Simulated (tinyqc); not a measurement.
A short-path metal as competitor: size effects in the resistivity of thin metal films and interconnect lines. Computed by tinyqc, a small Python program. Command: `OMP_NUM_THREADS=1 python tinyqc.py 3005612 3005613 out.jsonl size walk`. One thread of a shared host (Intel(R) Xeon(R) Processor @ 2.30GHz), about 0.01 s of CPU time with the checks.

Electrons lose their drift at surfaces (a share 1 - p of the hits) and at grain boundaries (reflection R), besides bulk scattering. The line sits in a trench with a non-conducting liner on both walls and the bottom; the spacing equals the drawn width.

Inputs (values chosen for the exercise, modelled on aluminium): bulk resistivity rho_b = 2.67 microohm cm; bulk mean free path lambda = 18.7 nm; specularity p = 0; grain-boundary reflection R = 0.28; grain size over metal width = 2.4; aspect ratio (height over width) = 1.2; liner thickness t = 0.9 nm; competitor: rho_b relative to this metal = 2.2; competitor: lambda relative to this metal = 0.15; competitor: liner relative to t = 0.

Geometry: line.

Method:
- Fuchs-Sondheimer film: rho_b/rho = 1 - (3/(2 kappa))(1 - p) int_0^1 (s - s^3)(1 - exp(-kappa/s))/(1 - p exp(-kappa/s)) ds, f = rho/rho_b, kappa = thickness/lambda, 80 Gauss-Legendre points.
- Line: the excess of a film of thickness w_m and of a film of thickness h_m are added, rho/rho_b = 1 + (f(w_m) - 1) + (f(h_m) - 1), an estimate that holds best when both sides exceed lambda.
- Mayadas-Shatzkes: alpha = (lambda/D) R/(1 - R); rho_b/rho = 1 - 3 alpha/2 + 3 alpha^2 - 3 alpha^3 ln(1 + 1/alpha).
- w_m = w - 2t, h_m = (aspect ratio) w - t, D = (ratio) w_m; rho = rho_b [1 + surface excess + grain excess].
- Effective resistivity rho (aspect ratio) w^2/(w_m h_m) for the metal with its liner, for the same metal without liner, and for a competitor with its own rho_b, lambda and liner, and for that competitor with the liner t; p, R, aspect and grain ratios are the same.

Effective resistivity (microohm cm):
```
w (nm)  this metal  without liner  competitor  competitor, liner t
200          2.947          2.908      5.9509                6.028
100          3.247          3.157      6.0284                6.188
50           3.917          3.687      6.1848                6.523
30           4.932          4.427      6.3969                7.009
20           6.360          5.357      6.6677                7.686
14           8.447          6.529      7.0256                8.690
10          11.742          8.039      7.5186               10.311
7           18.146         10.203      8.2835               13.533
5           30.923         12.948      9.3295               20.017
```

What does the comparison show, and why?

The competitor wins below a width between 20.0 and 14.0 nm. In narrow lines rho scales as rho_b lambda/w, and the product rho_b lambda of the competitor is 0.33 times this metal's. At the narrowest width the liner costs this metal a factor 2.39. With the same liner the competitor wins below a width between 14.0 and 10.0 nm; at the narrowest width the thinner liner lowers it from 20.0 to 9.33. Rows with w - 2t below lambda stretch the additive estimate. Metal widths below about 5 nm are outside this semiclassical model.

Extremes, crossings and ranges named in words are read from the listed rows.
